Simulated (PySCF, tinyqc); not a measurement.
Worked calculation: RHF in the 3-21g basis, for H3+, spin multiplicity 1. The lowest restricted solution is unstable here: a spin-polarised one lies 0.0209 hartree lower (PySCF). Computed by tinyqc, a small Python program that keeps every step (integrals from PySCF). Settings: charge = 1, multiplicity = 1, basis = 3-21g, energy threshold = 1e-10, iteration cap = 86, orthogonalisation = symmetric, start = core, DIIS depth = 0, damping = 0.3, method = RHF. Command: `OMP_NUM_THREADS=1 python tinyqc.py 30545 30546 out.jsonl` (the two numbers bound the seeds that draw the settings). One thread of a shared host (Intel(R) Xeon(R) Processor @ 2.60GHz), about 0.04 s of CPU time with the checks. Later iterations appear only in the table of the cycle.

## One-electron integrals

Geometry (angstrom):
```
atom         x         y          z
H     0.000000  0.000000   0.000000
H     0.000000  0.000000   1.450000
H     0.000000  0.000000  -1.450000
```

Basis 3-21g: exponents (1/bohr^2) and contraction coefficients of normalised primitives:
```
element  l (shell)  exponent  coefficient
H            s (1)  5.447178     0.156285
H            s (1)  0.824547     0.904691
H            s (2)  0.183192     1.000000
```

Overlap, kinetic and nuclear-attraction integrals over the contracted functions; the nuclear repulsion is the sum of Za Zb / Rab.

nuclear repulsion = 0.91237450 hartree

overlap S, lower triangle:
```
          1H 1s     1H 2s     2H 1s     2H 2s     3H 1s     3H 2s
1H 1s  1.000000
1H 2s  0.645899  1.000000
2H 1s  0.037767  0.207619  1.000000
2H 2s  0.207619  0.502722  0.645899  1.000000
3H 1s  0.037767  0.207619  0.000003  0.006959  1.000000
3H 2s  0.207619  0.502722  0.006959  0.063872  0.645899  1.000000
```

kinetic energy T (hartree), lower triangle:
```
           1H 1s     1H 2s      2H 1s      2H 2s     3H 1s     3H 2s
1H 1s   1.549405
1H 2s   0.293152  0.274788
2H 1s  -0.052759  0.022859   1.549405
2H 2s   0.022859  0.074807   0.293152   0.274788
3H 1s  -0.052759  0.022859  -0.000031  -0.006335  1.549405
3H 2s   0.022859  0.074807  -0.006335  -0.014636  0.293152  0.274788
```

nuclear attraction V (hartree), lower triangle:
```
           1H 1s      1H 2s      2H 1s      2H 2s      3H 1s      3H 2s
1H 1s  -2.450817
1H 2s  -1.254059  -1.399037
2H 1s  -0.064491  -0.364287  -2.268342
2H 2s  -0.387252  -0.679357  -1.136221  -1.223495
3H 1s  -0.064491  -0.364287  -0.000007  -0.011612  -2.268342
3H 2s  -0.387252  -0.679357  -0.011612  -0.089360  -1.136221  -1.223495
```

core Hamiltonian H = T + V (hartree), lower triangle:
```
           1H 1s      1H 2s      2H 1s      2H 2s      3H 1s      3H 2s
1H 1s  -0.901412
1H 2s  -0.960907  -1.124249
2H 1s  -0.117250  -0.341428  -0.718938
2H 2s  -0.364393  -0.604550  -0.843069  -0.948707
3H 1s  -0.117250  -0.341428  -0.000038  -0.017947  -0.718938
3H 2s  -0.364393  -0.604550  -0.017947  -0.103996  -0.843069  -0.948707
```

## Two-electron integrals

Functions are numbered as in S; the eight-fold symmetry (ij|kl) = (ji|kl) = (kl|ij) leaves the list below.

Two-electron integrals (ij|kl) in chemists' order, unique and non-zero (hartree):
```
(11|11) 1.140145   (21|11) 0.611403   (21|21) 0.345152   (22|11) 0.626370
(22|21) 0.380329   (22|22) 0.482957   (31|11) 0.025804   (31|21) 0.015703
(31|22) 0.019612   (31|31) 0.001454   (32|11) 0.091073   (32|21) 0.058087
(32|22) 0.083017   (32|31) 0.006028   (32|32) 0.035285   (33|11) 0.364843
(33|21) 0.235310   (33|22) 0.353351   (33|31) 0.025804   (33|32) 0.185802
(33|33) 1.140145   (41|11) 0.185802   (41|21) 0.106221   (41|22) 0.119569
(41|31) 0.006028   (41|32) 0.022503   (41|33) 0.091073   (41|41) 0.035285
(42|11) 0.263326   (42|21) 0.163017   (42|22) 0.217615   (42|31) 0.011721
(42|32) 0.057172   (42|33) 0.263326   (42|41) 0.057172   (42|42) 0.122057
(43|11) 0.235310   (43|21) 0.151432   (43|22) 0.225474   (43|31) 0.015703
(43|32) 0.106221   (43|33) 0.611403   (43|41) 0.058087   (43|42) 0.163017
(43|43) 0.345152   (44|11) 0.353351   (44|21) 0.225474   (44|22) 0.329476
(44|31) 0.019612   (44|32) 0.119569   (44|33) 0.626370   (44|41) 0.083017
(44|42) 0.217615   (44|43) 0.380329   (44|44) 0.482957   (51|11) 0.025804
(51|21) 0.015703   (51|22) 0.019612   (51|31) 0.000523   (51|32) 0.002165
(51|33) 0.009200   (51|41) 0.004110   (51|42) 0.006704   (51|43) 0.005942
(51|44) 0.009186   (51|51) 0.001454   (52|11) 0.091073   (52|21) 0.058087
(52|22) 0.083017   (52|31) 0.002165   (52|32) 0.009546   (52|33) 0.041540
(52|41) 0.015673   (52|42) 0.028548   (52|43) 0.026831   (52|44) 0.041530
(52|51) 0.006028   (52|52) 0.035285   (53|11) 3.69e-06   (53|21) 2.02e-06
(53|22) 2.12e-06   (53|31) 8.76e-08   (53|32) 3.12e-07   (53|33) 1.25e-06
(53|41) 6.17e-07   (53|42) 8.96e-07   (53|43) 8.08e-07   (53|44) 1.21e-06
(53|51) 8.76e-08   (53|52) 3.12e-07   (54|11) 0.003783   (54|21) 0.002364
(54|22) 0.003175   (54|31) 0.000084   (54|32) 0.000360   (54|33) 0.001546
(54|41) 0.000631   (54|42) 0.001093   (54|43) 0.000999   (54|44) 0.001545
(54|51) 0.000227   (54|52) 0.001125   (54|53) 1.29e-08   (54|54) 0.000039
(55|11) 0.364843   (55|21) 0.235310   (55|22) 0.353351   (55|31) 0.009200
(55|32) 0.041540   (55|33) 0.182475   (55|41) 0.064490   (55|42) 0.122152
(55|43) 0.117860   (55|44) 0.182471   (55|51) 0.025804   (55|52) 0.185802
(55|53) 1.25e-06   (55|54) 0.005332   (55|55) 1.140145   (61|11) 0.185802
(61|21) 0.106221   (61|22) 0.119569   (61|31) 0.004110   (61|32) 0.015673
(61|33) 0.064490   (61|41) 0.030545   (61|42) 0.046705   (61|43) 0.041620
(61|44) 0.063365   (61|51) 0.006028   (61|52) 0.022503   (61|53) 6.17e-07
(61|54) 0.000907   (61|55) 0.091073   (61|61) 0.035285   (62|11) 0.263326
(62|21) 0.163017   (62|22) 0.217615   (62|31) 0.006704   (62|32) 0.028548
(62|33) 0.122152   (62|41) 0.046705   (62|42) 0.083268   (62|43) 0.078805
(62|44) 0.120740   (62|51) 0.011721   (62|52) 0.057172   (62|53) 8.96e-07
(62|54) 0.002020   (62|55) 0.263326   (62|61) 0.057172   (62|62) 0.122057
(63|11) 0.003783   (63|21) 0.002364   (63|22) 0.003175   (63|31) 0.000227
(63|32) 0.001125   (63|33) 0.005332   (63|41) 0.000907   (63|42) 0.002020
(63|43) 0.003149   (63|44) 0.003755   (63|51) 0.000084   (63|52) 0.000360
(63|53) 1.29e-08   (63|54) 0.000014   (63|55) 0.001546   (63|61) 0.000631
(63|62) 0.001093   (63|63) 0.000039   (64|11) 0.040008   (64|21) 0.024292
(64|22) 0.030848   (64|31) 0.001253   (64|32) 0.005302   (64|33) 0.022569
(64|41) 0.007637   (64|42) 0.013900   (64|43) 0.014402   (64|44) 0.021044
(64|51) 0.001253   (64|52) 0.005302   (64|53) 1.35e-07   (64|54) 0.000203
(64|55) 0.022569   (64|61) 0.007637   (64|62) 0.013900   (64|63) 0.000203
(64|64) 0.001970   (65|11) 0.235310   (65|21) 0.151432   (65|22) 0.225474
(65|31) 0.005942   (65|32) 0.026831   (65|33) 0.117860   (65|41) 0.041620
(65|42) 0.078805   (65|43) 0.076126   (65|44) 0.117854   (65|51) 0.015703
(65|52) 0.106221   (65|53) 8.08e-07   (65|54) 0.003149   (65|55) 0.611403
(65|61) 0.058087   (65|62) 0.163017   (65|63) 0.000999   (65|64) 0.014402
(65|65) 0.345152   (66|11) 0.353351   (66|21) 0.225474   (66|22) 0.329476
(66|31) 0.009186   (66|32) 0.041530   (66|33) 0.182471   (66|41) 0.063365
(66|42) 0.120740   (66|43) 0.117854   (66|44) 0.182309   (66|51) 0.019612
(66|52) 0.119569   (66|53) 1.21e-06   (66|54) 0.003755   (66|55) 0.626370
(66|61) 0.083017   (66|62) 0.217615   (66|63) 0.001545   (66|64) 0.021044
(66|65) 0.380329   (66|66) 0.482957
```

## Orthogonalisation

S = U s U^T; symmetric (Loewdin) form X = U s^(-1/2) U^T, so that X^T S X = 1.

eigenvalues of S: 0.159048  0.328324  0.394771  1.107446  1.607800  2.402611

X, lower triangle:
```
           1H 1s      1H 2s      2H 1s      2H 2s      3H 1s     3H 2s
1H 1s   1.256904
1H 2s  -0.535605   1.644072
2H 1s   0.024218   0.042581   1.241149
2H 2s   0.054529  -0.453730  -0.485540   1.422518
3H 1s   0.024218   0.042581  -0.001908  -0.007854   1.241149
3H 2s   0.054529  -0.453730  -0.007854   0.131712  -0.485540  1.422518
```

## Starting guess

The start is the orbitals of the core Hamiltonian; D = 2 C_occ C_occ^T.

D at the start, lower triangle:
```
          1H 1s     1H 2s     2H 1s     2H 2s     3H 1s     3H 2s
1H 1s  0.251863
1H 2s  0.392260  0.610919
2H 1s  0.098595  0.153555  0.038596
2H 2s  0.073320  0.114192  0.028702  0.021344
3H 1s  0.098595  0.153555  0.038596  0.028702  0.038596
3H 2s  0.073320  0.114192  0.028702  0.021344  0.028702  0.021344
```

## Iteration 1: building the Fock matrix

J_ij = sum D_kl (ij|kl), K_ij = sum D_kl (ik|jl); F = H + J - 0.5 K; E = tr D H + tr D J / 2 - 0.25 tr D K + E_nn.

Coulomb J (hartree), lower triangle:
```
          1H 1s     1H 2s     2H 1s     2H 2s     3H 1s     3H 2s
1H 1s  1.462770
1H 2s  0.851087  1.013283
2H 1s  0.042680  0.179946  0.791468
2H 2s  0.265543  0.455995  0.494609  0.696280
3H 1s  0.042680  0.179946  0.000005  0.006829  0.791468
3H 2s  0.265543  0.455995  0.006829  0.064721  0.494609  0.696280
```

exchange K (hartree), lower triangle:
```
          1H 1s     1H 2s     2H 1s     2H 2s     3H 1s     3H 2s
1H 1s  1.104636
1H 2s  0.939391  0.923530
2H 1s  0.206230  0.247755  0.202565
2H 2s  0.424517  0.453234  0.216987  0.303862
3H 1s  0.206230  0.247755  0.044892  0.091410  0.202565
3H 2s  0.424517  0.453234  0.091410  0.185406  0.216987  0.303862
```

Fock matrix F (hartree), lower triangle:
```
           1H 1s      1H 2s      2H 1s      2H 2s      3H 1s      3H 2s
1H 1s   0.009040
1H 2s  -0.579516  -0.572731
2H 1s  -0.177685  -0.285360  -0.028752
2H 2s  -0.311109  -0.375172  -0.456955  -0.404358
3H 1s  -0.177685  -0.285360  -0.022480  -0.056823  -0.028752
3H 2s  -0.311109  -0.375172  -0.056823  -0.131978  -0.456955  -0.404358
```

total energy of this density = -1.03863112 hartree

This density is the starting one.

## Iteration 1: diagonalisation and new density

Diagonalise F' = X^T F X, C = X C', fill 1 alpha and 1 beta electrons from the bottom; D = 2 C_occ C_occ^T; the new density keeps 0.3 of the old one (damping). Each column has its largest component positive (the first on a tie).

F' = X^T F X (hartree), lower triangle:
```
           1          2          3          4          5         6
1   0.575990
2  -0.730911   0.047155
3  -0.022779  -0.094566   0.391382
4  -0.079650  -0.179571  -0.556339   0.028046
5  -0.022779  -0.094566  -0.011962   0.005320   0.391382
6  -0.079650  -0.179571   0.005320  -0.010131  -0.556339  0.028046
```

orbital energies (hartree): MO1 -0.724746, MO2 -0.369830, MO3 -0.128677, MO4 0.781048, MO5 0.811352, MO6 1.092854

coefficients C:
```
            MO1        MO2        MO3        MO4        MO5        MO6
1H 1s  0.233368   0.000000   0.184928   0.041112   0.000000  -1.335459
1H 2s  0.490207   0.000000   0.964096  -0.518973   0.000000   1.402175
2H 1s  0.162957   0.243317  -0.180294  -0.912060   0.909661  -0.032610
2H 2s  0.210541   0.539939  -0.687067   0.960079  -0.809721  -0.316605
3H 1s  0.162957  -0.243317  -0.180294  -0.912060  -0.909661  -0.032610
3H 2s  0.210541  -0.539939  -0.687067   0.960079   0.809721  -0.316605
```

D after iteration 1, lower triangle:
```
          1H 1s     1H 2s     2H 1s     2H 2s     3H 1s     3H 2s
1H 1s  0.151804
1H 2s  0.277836  0.519701
2H 1s  0.082819  0.157903  0.048756
2H 2s  0.090783  0.178750  0.056644  0.068462
3H 1s  0.082819  0.157903  0.048756  0.056644  0.048756
3H 2s  0.090783  0.178750  0.056644  0.068462  0.056644  0.068462
```

## Iteration 2: building the Fock matrix

As before.

Coulomb J (hartree), lower triangle:
```
          1H 1s     1H 2s     2H 1s     2H 2s     3H 1s     3H 2s
1H 1s  1.303771
1H 2s  0.771273  0.950961
2H 1s  0.040515  0.180418  0.819770
2H 2s  0.242315  0.437650  0.507035  0.698245
3H 1s  0.040515  0.180418  0.000004  0.006652  0.819770
3H 2s  0.242315  0.437650  0.006652  0.060740  0.507035  0.698245
```

exchange K (hartree), lower triangle:
```
          1H 1s     1H 2s     2H 1s     2H 2s     3H 1s     3H 2s
1H 1s  0.865582
1H 2s  0.792175  0.853103
2H 1s  0.208236  0.279293  0.275649
2H 2s  0.387980  0.461712  0.280191  0.359262
3H 1s  0.208236  0.279293  0.059474  0.110012  0.275649
3H 2s  0.387980  0.461712  0.110012  0.202406  0.280191  0.359262
```

Fock matrix F (hartree), lower triangle:
```
           1H 1s      1H 2s      2H 1s      2H 2s      3H 1s      3H 2s
1H 1s  -0.030432
1H 2s  -0.585721  -0.599840
2H 1s  -0.180853  -0.300657  -0.036992
2H 2s  -0.316068  -0.397756  -0.476131  -0.430093
3H 1s  -0.180853  -0.300657  -0.029771  -0.066301  -0.036992
3H 2s  -0.316068  -0.397756  -0.066301  -0.144459  -0.476131  -0.430093
```

total energy of this density = -1.07880029 hartree

This density is a damped mixture and is not idempotent.

## Iteration 2: diagonalisation and new density

As before.

F' = X^T F X (hartree), lower triangle:
```
           1          2          3          4          5         6
1   0.515501
2  -0.702573   0.018483
3  -0.022472  -0.099853   0.395015
4  -0.080133  -0.191783  -0.569872   0.015744
5  -0.022472  -0.099853  -0.015355   0.000825   0.395015
6  -0.080133  -0.191783   0.000825  -0.012093  -0.569872  0.015744
```

orbital energies (hartree): MO1 -0.758795, MO2 -0.382792, MO3 -0.135340, MO4 0.793765, MO5 0.820999, MO6 1.017666

coefficients C:
```
            MO1        MO2        MO3        MO4        MO5        MO6
1H 1s  0.227803   0.000000   0.204733   0.042185   0.000000  -1.333495
1H 2s  0.477799   0.000000   0.953415  -0.523063   0.000000   1.412206
2H 1s  0.163989   0.239185  -0.178750  -0.912038   0.910756  -0.036335
2H 2s  0.221793   0.543609  -0.678521   0.961117  -0.807261  -0.324114
3H 1s  0.163989  -0.239185  -0.178750  -0.912038  -0.910756  -0.036335
3H 2s  0.221793  -0.543609  -0.678521   0.961117   0.807261  -0.324114
```

D after iteration 2, lower triangle:
```
          1H 1s     1H 2s     2H 1s     2H 2s     3H 1s     3H 2s
1H 1s  0.118193
1H 2s  0.235733  0.475518
2H 1s  0.077146  0.157066  0.052276
2H 2s  0.097970  0.201987  0.067914  0.089408
3H 1s  0.077146  0.157066  0.052276  0.067914  0.052276
3H 2s  0.097970  0.201987  0.067914  0.089408  0.067914  0.089408
```

## Iteration 3: building the Fock matrix

As before.

Coulomb J (hartree), lower triangle:
```
          1H 1s     1H 2s     2H 1s     2H 2s     3H 1s     3H 2s
1H 1s  1.245044
1H 2s  0.741563  0.927375
2H 1s  0.039698  0.180592  0.830590
2H 2s  0.233653  0.430687  0.511810  0.699070
3H 1s  0.039698  0.180592  0.000004  0.006585  0.830590
3H 2s  0.233653  0.430687  0.006585  0.059233  0.511810  0.699070
```

exchange K (hartree), lower triangle:
```
          1H 1s     1H 2s     2H 1s     2H 2s     3H 1s     3H 2s
1H 1s  0.778332
1H 2s  0.736705  0.824236
2H 1s  0.208518  0.290446  0.303425
2H 2s  0.373891  0.463801  0.304176  0.380188
3H 1s  0.208518  0.290446  0.064999  0.116924  0.303425
3H 2s  0.373891  0.463801  0.116924  0.208530  0.304176  0.380188
```

Fock matrix F (hartree), lower triangle:
```
           1H 1s      1H 2s      2H 1s      2H 2s      3H 1s      3H 2s
1H 1s  -0.045535
1H 2s  -0.587696  -0.608993
2H 1s  -0.181811  -0.306059  -0.040060
2H 2s  -0.317685  -0.405763  -0.483347  -0.439731
3H 1s  -0.181811  -0.306059  -0.032534  -0.069824  -0.040060
3H 2s  -0.317685  -0.405763  -0.069824  -0.149027  -0.483347  -0.439731
```

total energy of this density = -1.09228808 hartree

This density is a damped mixture and is not idempotent.

## Iteration 3: diagonalisation and new density

As before.

F' = X^T F X (hartree), lower triangle:
```
           1          2          3          4          5         6
1   0.492183
2  -0.691767   0.008742
3  -0.022266  -0.101536   0.396473
4  -0.080283  -0.196142  -0.575091   0.010950
5  -0.022266  -0.101536  -0.016656  -0.000932   0.396473
6  -0.080283  -0.196142  -0.000932  -0.012924  -0.575091  0.010950
```

orbital energies (hartree): MO1 -0.770953, MO2 -0.387748, MO3 -0.138296, MO4 0.798710, MO5 0.824750, MO6 0.989307

coefficients C:
```
            MO1        MO2        MO3        MO4        MO5        MO6
1H 1s  0.226010   0.000000   0.213061   0.042592   0.000000  -1.332482
1H 2s  0.472335   0.000000   0.948559  -0.524754   0.000000   1.416679
2H 1s  0.164323   0.237618  -0.178122  -0.912040   0.911166  -0.037822
2H 2s  0.226438   0.544998  -0.674913   0.961519  -0.806325  -0.327229
3H 1s  0.164323  -0.237618  -0.178122  -0.912040  -0.911166  -0.037822
3H 2s  0.226438  -0.544998  -0.674913   0.961519   0.806325  -0.327229
```

D after iteration 3, lower triangle:
```
          1H 1s     1H 2s     2H 1s     2H 2s     3H 1s     3H 2s
1H 1s  0.106971
1H 2s  0.220173  0.454997
2H 1s  0.075138  0.155782  0.053486
2H 2s  0.101039  0.210333  0.072467  0.098606
3H 1s  0.075138  0.155782  0.053486  0.072467  0.053486
3H 2s  0.101039  0.210333  0.072467  0.098606  0.072467  0.098606
```

## Iteration 19 (converged): orbitals

converged F (hartree), lower triangle:
```
           1H 1s      1H 2s      2H 1s      2H 2s      3H 1s      3H 2s
1H 1s  -0.055139
1H 2s  -0.588631  -0.613606
2H 1s  -0.182245  -0.309064  -0.041914
2H 2s  -0.318524  -0.410242  -0.487810  -0.445654
3H 1s  -0.182245  -0.309064  -0.034259  -0.071964  -0.041914
3H 2s  -0.318524  -0.410242  -0.071964  -0.151736  -0.487810  -0.445654
```

Diagonalise F' = X^T F X, C = X C', fill 1 alpha and 1 beta electrons from the bottom; D = 2 C_occ C_occ^T. Each column has its largest component positive (the first on a tie).

F' = X^T F X (hartree), lower triangle:
```
           1          2          3          4          5         6
1   0.477251
2  -0.685016   0.003854
3  -0.022109  -0.102262   0.397473
4  -0.080414  -0.198596  -0.578444   0.007812
5  -0.022109  -0.102262  -0.017481  -0.002086   0.397473
6  -0.080414  -0.198596  -0.002086  -0.013542  -0.578444  0.007812
```

orbital energies (hartree): MO1 -0.777831, MO2 -0.390877, MO3 -0.140482, MO4 0.801929, MO5 0.827185, MO6 0.971752

coefficients C:
```
            MO1        MO2        MO3        MO4        MO5        MO6
1H 1s  0.225340   0.000000   0.218760   0.042444   0.000000  -1.331677
1H 2s  0.467758   0.000000   0.945307  -0.525522   0.000000   1.420083
2H 1s  0.164502   0.236606  -0.177656  -0.912071   0.911430  -0.038483
2H 2s  0.229958   0.545892  -0.672396   0.961664  -0.805719  -0.329522
3H 1s  0.164502  -0.236606  -0.177656  -0.912071  -0.911430  -0.038483
3H 2s  0.229958  -0.545892  -0.672396   0.961664   0.805719  -0.329522
```

D after iteration 19, lower triangle:
```
          1H 1s     1H 2s     2H 1s     2H 2s     3H 1s     3H 2s
1H 1s  0.101556
1H 2s  0.210809  0.437595
2H 1s  0.074138  0.153894  0.054122
2H 2s  0.103638  0.215130  0.075657  0.105762
3H 1s  0.074138  0.153894  0.054122  0.075657  0.054122
3H 2s  0.103638  0.215130  0.075657  0.105762  0.075657  0.105762
```

## Convergence

Stop when the energy changes by less than 1e-10 hartree and every element of the error matrix X^T (F D S - S D F) X is below 3e-06.

Course of the cycle:
```
iteration  E (hartree)     change  largest element of the error matrix
1          -1.03863112          -                             2.19e-01
2          -1.07880029  -4.02e-02                             6.90e-02
3          -1.09228808  -1.35e-02                             2.18e-02
4          -1.09654592  -4.26e-03                             6.84e-03
5          -1.09785605  -1.31e-03                             2.51e-03
6          -1.09825447  -3.98e-04                             1.06e-03
7          -1.09837493  -1.20e-04                             4.83e-04
8          -1.09841124  -3.63e-05                             2.20e-04
9          -1.09842216  -1.09e-05                             1.01e-04
10         -1.09842545  -3.28e-06                             4.59e-05
11         -1.09842643  -9.86e-07                             2.09e-05
12         -1.09842673  -2.96e-07                             9.56e-06
13         -1.09842682  -8.89e-08                             4.36e-06
14         -1.09842685  -2.67e-08                             1.99e-06
15         -1.09842685  -8.01e-09                             9.10e-07
16         -1.09842686  -2.40e-09                             4.15e-07
17         -1.09842686  -7.21e-10                             1.90e-07
18         -1.09842686  -2.16e-10                             8.67e-08
19         -1.09842686  -6.49e-11                             3.96e-08
```

PySCF RHF in the same basis = -1.09842686 hartree

Converged in 19 iterations.

## Populations, bond orders and dipole

Mulliken: Z minus the diagonal of D S on the atom; Loewdin: the same with S^(1/2) D S^(1/2); Mayer order: 2 sum_s sum (D(s) S)_ij (D(s) S)_ji over the two atoms.

Charges (e):
```
atom   Mulliken    Loewdin
1H    -0.140312  -0.089777
2H     0.570156   0.544889
3H     0.570156   0.544889
```

Mayer bond orders:
```
pair     order
2-1   0.490156
3-1   0.490156
3-2   0.184766
```

dipole moment about the origin, x y z (debye): 0.000000  0.000000  0.000000
